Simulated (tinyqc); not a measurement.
What moves the minority density and the gain: heavy doping: gap narrowing, degeneracy and the minority density.

F_j(eta) = (1/Gamma(j + 1)) integral_0^infinity x^j dx/(1 + exp(x - eta)), which tends to exp(eta) for eta << 0.

Empirical narrowing (Slotboom form, constants chosen for the exercise; published fits of this form give the apparent narrowing, here it is taken as the true one): dEg = E0 [ln(N/N0) + sqrt(ln(N/N0)^2 + C)].

Majority: N = Nv F_1/2(eta), eta the distance of EF beyond the majority band edge in kT. Degeneracy factor gam = F_1/2(eta)/exp(eta). ni0^2 = Nc Nv exp(-Eg/kT); product n p = ni0^2 gam exp(dEg/kT), dEg the true narrowing; apparent narrowing dEa = dEg + kT ln gam; minority density = n p/N.

Bipolar transistor with N as emitter doping: beta = K (N/NB) exp((dEa_B + dG - dEa_E)/kT), dEa_E = dEg(N) + kT ln gam, dEa_B = dEg(NB). For the sweep in T, Nv is scaled as (T/T0)^(3/2) from its value at T0 = T.

Constants: kB = 8.617333262e-05 eV/K.

Parameters, chosen for this exercise (gap and densities of states near those of Si at this temperature; narrowing constants near the fits for Si; the results hold for these values, not for the real material): Eg = 1.085 eV (gap); Nc = 5.05e+19 1/cm^3 (conduction-band density of states); Nv = 2.11e+19 1/cm^3 (valence-band density of states); T = 450 K; E0 = 6.68 meV (narrowing scale); N0 = 1.4e+17 1/cm^3 (onset density); C = 0.5 (smoothing constant); N = 3.6e+19 1/cm^3 (ionised acceptors, equal to the majority density); NB = 1e+17 1/cm^3 (base doping); K = 5.8 (ratio (D_B W_E)/(D_E W_B)); dG = 120 meV (extra narrowing of the base by alloying).

All results formed anew.

One parameter was then changed.

Results before and after:

| case | dEg (meV) | dEa (meV) | minority (1/cm^3) | beta |
|---|---|---|---|---|
| base | 74.44 | 51.58 | 7.90e+07 | 1.32e+04 |
| changed | 74.44 | 56.75 | 1.17e+08 | 1.15e+04 |

Which of these changes was made? (a) Eg = 1.105 eV; (b) N0 = 2.8e+17 1/cm^3; (c) N = 7.2e+19 1/cm^3; (d) E0 = 8.016 meV; (e) NB = 2e+17 1/cm^3; (f) Nv = 2.74e+19 1/cm^3.

Answer: (f) Nv = 2.74e+19 1/cm^3. Of the candidates, run in turn, only this one gives the changed row.

All candidates:

| case | dEg (meV) | dEa (meV) | minority (1/cm^3) | beta |
|---|---|---|---|---|
| base | 74.44 | 51.58 | 7.90e+07 | 1.32e+04 |
| N = 7.2e+19 1/cm^3 | 83.67 | 38.91 | 2.85e+07 | 3.65e+04 |
| E0 = 8.016 meV | 89.33 | 66.47 | 1.16e+08 | 9.11e+03 |
| N0 = 2.8e+17 1/cm^3 | 65.22 | 42.36 | 6.23e+07 | 1.61e+04 |
| Eg = 1.105 eV | 74.44 | 51.58 | 4.72e+07 | 1.32e+04 |
| Nv = 2.74e+19 1/cm^3 | 74.44 | 56.75 | 1.17e+08 | 1.15e+04 |
| NB = 2e+17 1/cm^3 | 74.44 | 51.58 | 7.90e+07 | 7.43e+03 |

tinyqc: `OMP_NUM_THREADS=1 python tinyqc.py 1651226 1651227 out.jsonl`; about 0.01 s, one thread, shared Intel(R) Xeon(R) Processor @ 2.30GHz.
